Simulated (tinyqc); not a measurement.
# Size effects in the resistivity of thin metal films and interconnect lines, step by step

A worked calculation. Computed by tinyqc, a small Python program that keeps every step. Command: `OMP_NUM_THREADS=1 python tinyqc.py 3023893 3023894 out.jsonl size walk`. One thread of a shared host (Intel(R) Xeon(R) Processor @ 2.30GHz), about 0.01 s of CPU time with the checks. Intermediate numbers are printed to about 6 digits and carried at full precision; extremes and crossings named in words are read from the listed rows.

Electrons lose their drift at surfaces (a share 1 - p of the hits) and at grain boundaries (reflection R), besides bulk scattering. The line sits in a trench with a non-conducting liner on both walls and the bottom; the spacing equals the drawn width.

Inputs (values chosen for the exercise, modelled on copper):
```
quantity                                   value         unit
bulk resistivity rho_b                      1.74  microohm cm
bulk mean free path lambda                  38.2           nm
specularity p                                  0            -
grain-boundary reflection R                 0.49            -
drawn line width w                            94           nm
grain size over metal width                  1.9            -
aspect ratio (height over width)             1.3            -
liner thickness t                            2.3           nm
line length                                   13   micrometre
permittivity of the dielectric k             3.8            -
competitor: rho_b relative to this metal     3.7            -
competitor: lambda relative to this metal   0.19            -
competitor: liner relative to t                0            -
```

Geometry: line.

Constants: eps_0 = 8.8541878128e-12 F/m.

## Metal cross-section

Metal width w_m = w - 2t, height h_m = (aspect ratio) w - t, grain size D = (ratio) w_m.

metal width w_m = 89.4 nm

metal height h_m = 119.9 nm

grain size D = 169.86 nm

share of the trench filled by metal = 93.3163 %

## Grain boundaries

Mayadas-Shatzkes: alpha = (lambda/D) R/(1 - R); rho_b/rho = 1 - 3 alpha/2 + 3 alpha^2 - 3 alpha^3 ln(1 + 1/alpha).

alpha = 0.216072

rho/rho_b from grains = 1.30947

The linear estimate 1 + 3 alpha/2 gives 1.324, within 2 %.

## Surfaces

Fuchs-Sondheimer film: rho_b/rho = 1 - (3/(2 kappa))(1 - p) int_0^1 (s - s^3)(1 - exp(-kappa/s))/(1 - p exp(-kappa/s)) ds, f = rho/rho_b, kappa = thickness/lambda, 80 Gauss-Legendre points. Line: the excess of a film of thickness w_m and of a film of thickness h_m are added, rho/rho_b = 1 + (f(w_m) - 1) + (f(h_m) - 1), an estimate that holds best when both sides exceed lambda.

kappa = w_m/lambda = 2.34031

f(w_m) = 1.18586

f(h_m) = 1.13454

rho/rho_b from surfaces = 1.32040

## Resistance and delay

Total: rho = rho_b [1 + surface excess + grain excess]; resistance per length rho/(w_m h_m); capacitance per length C = 2 k eps_0 (aspect ratio + 1/2), a parallel-plate estimate for two neighbours plus a fixed term for the planes above and below; delay 0.38 R C L^2; effective resistivity per drawn area.

resistivity rho = 2.83598 microohm cm

resistance per length = 2.64574 ohm/micrometre

capacitance per length = 0.121125 fF/micrometre

RC delay = 0.0205803 ps

effective resistivity per drawn area = 3.03911 microohm cm

Of the factor 1.75 over bulk, scattering gives 1.63 and the liner 1.07; within scattering, surfaces outweigh grain boundaries (0.31 against 0.32, grains first).

## A short-path metal as competitor

w_m = w - 2t, h_m = (aspect ratio) w - t, D = (ratio) w_m; rho = rho_b [1 + surface excess + grain excess]. Effective resistivity rho (aspect ratio) w^2/(w_m h_m) for the metal with its liner, for the same metal without liner, and for a competitor with its own rho_b, lambda and liner, and for that competitor with the liner t; p, R, aspect and grain ratios are the same.

Effective resistivity (microohm cm):
```
w (nm)  this metal  without liner  competitor  competitor, liner t
200          2.304         2.2207      6.7708                6.999
100          2.950         2.7228      7.1054                7.612
50           4.488         3.7538      7.7825                9.022
30           7.060         5.1150      8.7048               11.380
20          11.367         6.7675      9.8858               15.376
14          19.665         8.8221     11.4317               23.086
10          39.970        11.4696     13.5070               41.655
7          133.668        15.3036     16.6022              123.786
```

The competitor wins below a width between 30.0 and 20.0 nm. In narrow lines rho scales as rho_b lambda/w, and the product rho_b lambda of the competitor is 0.70 times this metal's. At the narrowest width the liner costs this metal a factor 8.73. With the same liner the competitor wins below a width between 10.0 and 7.00 nm; at the narrowest width the thinner liner lowers it from 124 to 16.6. Rows with w - 2t below lambda stretch the additive estimate. Metal widths below about 5 nm are outside this semiclassical model.

Checks made by the program: grain-boundary formula against its angular integral 3 int_0^1 c^3/(c + alpha) dc (relative difference below 1e-10).
